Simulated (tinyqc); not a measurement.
Worked calculation: two-sublattice mean-field magnet: ferrimagnet, compensation points and susceptibility. Computed by tinyqc, a small Python program that keeps every step. Command: `OMP_NUM_THREADS=1 python tinyqc.py 3001112 3001113 out.jsonl ferri walk`. One thread of a shared host (Intel(R) Xeon(R) Processor @ 2.30GHz), about 0.01 s of CPU time with the checks. Intermediate numbers are printed to about 5 digits and carried at full precision; extremes and crossings named in words are read from the listed rows.

A random alloy A(1-x)B(x) with H = -sum over pairs J S_i.S_j. a = <S_A> and b = <S_B> are taken along z, a > 0. Exchange fields: h_A = (1 - x) zJ_AA a + x zJ_AB b, h_B = (1 - x) zJ_AB a + x zJ_BB b; a = S_A B_(S_A)(S_A h_A/(k_B T)) and likewise for b, with the Brillouin function B_S(y) = [(2S + 1)/(2S)] coth[(2S + 1) y/(2S)] - [1/(2S)] coth[y/(2S)].

Inputs (values chosen for the exercise, for a model ferrimagnet):
```
quantity                 value  unit
spin S_A                   2.5     -
spin S_B                   3.5     -
g factor g_A                 2     -
g factor g_B                 2     -
fraction x of B sites      0.4     -
z J_AA                    17.5   meV
z J_BB                     1.7   meV
z J_AB                    -4.1   meV
T over T_c                0.75     -
largest number of steps   3000     -
```

Constants: k_B = 8.617333262e-05 eV/K.

## Ordering temperature

Linearised, T (a, b) = M (a, b) with M_ij = S_i (S_i + 1) c_j zJ_ij/(3 k_B), c_A = 1 - x, c_B = x. T_c is the larger eigenvalue, and its eigenvector gives b/a at onset, (T_c - M_AA)/M_AB.

M (K):
```
         A       B
A   355.39  -55.51
B  -149.87   41.43
```

eigenvalues (K): 16.85  379.96

T_c = 379.96 K

b/a at onset = -0.44271

T = 284.97 K

The antiferromagnetic A-B coupling raises T_c by 25 K over that of A alone.

## First step

Start from a = S_A, b = -S_B and apply the equations once.

h_A = 31.99 meV

h_B = -8.53 meV

new a = 2.1292

new b = -1.6220

## Self-consistent moments

Repeat from a = S_A, b = -S_B until a and b change by less than 1e-10.

Iteration:
```
step       a        b  largest change
1     2.5000  -3.5000      1.8780e+00
2     2.1292  -1.6220      3.5535e-01
3     1.9482  -1.2667      1.2215e-01
4     1.8593  -1.1445      5.5211e-02
5     1.8131  -1.0893      2.7991e-02
6     1.7881  -1.0613      1.4965e-02
...      ...      ...             ...
35    1.7568  -1.0276      1.0170e-09
36    1.7568  -1.0276      5.7710e-10
37    1.7568  -1.0276      3.2749e-10
38    1.7568  -1.0276      1.8585e-10
39    1.7568  -1.0276      1.0546e-10
40    1.7568  -1.0276      5.9846e-11
```

a = 1.7568

b = -1.0276

last change = 5.9846e-11

a is at 70 % and b at 29 % of saturation: the B spins feel the weaker field per spin and lose their order faster.

## Net moment and spin

Net moment m = (1 - x) g_A a + x g_B b in mu_B per site; net spin s = (1 - x) a + x b. At T = 0, a = S_A and b = -S_B. Effective g = m/s.

net moment m = 1.2860 mu_B

net spin s = 0.64302

m at T = 0 = 0.2 mu_B

effective g = 2

A dominates at T, as at T = 0.

## Compensation temperatures

Net moment m = (1 - x) g_A a + x g_B b in mu_B per site; net spin s = (1 - x) a + x b. T_M: m = 0; T_A: s = 0; searched between 0.02 and 0.97 T_c, and given as 0 if there is no change of sign.

magnetic compensation T_M = 0 K

angular-momentum compensation T_A = 0 K

No compensation in this range.

## Moments against temperature

The formulas are those given above.

Sublattices:
```
T/T_c   T (K)    a/S_A   -b/S_B  m (mu_B)
0.05    19.00  1.00000  0.99843    0.2044
0.15    56.99  0.99936  0.93655    0.3757
0.30   113.99  0.98055  0.77095    0.7830
0.45   170.98  0.92826  0.58845    1.1371
0.60   227.98  0.84024  0.42824    1.3216
0.72   273.57  0.73554  0.31916    1.3130
0.84   319.17  0.58061  0.21785    1.1319
0.92   349.57  0.42209  0.14495    0.8604
0.97   368.56  0.26286  0.08568    0.5487
```

At 0.45 T_c A keeps 0.93 and B 0.59 of saturation. |m| first rises, to 1.322 at 0.6 T_c, because the minority sublattice falls faster (type P).

## Susceptibility above T_c

With a field B, T (a, b) = M (a, b) + (mu_B B/(3 k_B)) (g_A S_A (S_A + 1), g_B S_B (S_B + 1)). chi = m/B per site; C = mu_B [(1 - x) g_A^2 S_A (S_A + 1) + x g_B^2 S_B (S_B + 1)]/(3 k_B); the table gives C/chi, which tends to T - theta.

Inverse susceptibility:
```
T (K)   C/chi (K)  T - C/chi (K)
387.6        33.5         354.05
418.0       133.2         284.79
475.0       253.8         221.14
569.9       394.4         175.56
759.9       618.6         141.32
1139.9     1020.4         119.51
1899.8     1792.8         107.03
3799.6     3700.1          99.57
```

T - C/chi sinks from 354 K just above T_c to 100 K at 10 T_c, on its way to the asymptotic theta. The curve of 1/chi is a hyperbola that bends down to zero at T_c = 380 K, so a Curie-Weiss line fitted at high T misses T_c.

Checks made by the program: the fixed point (relative difference below 1e-10).
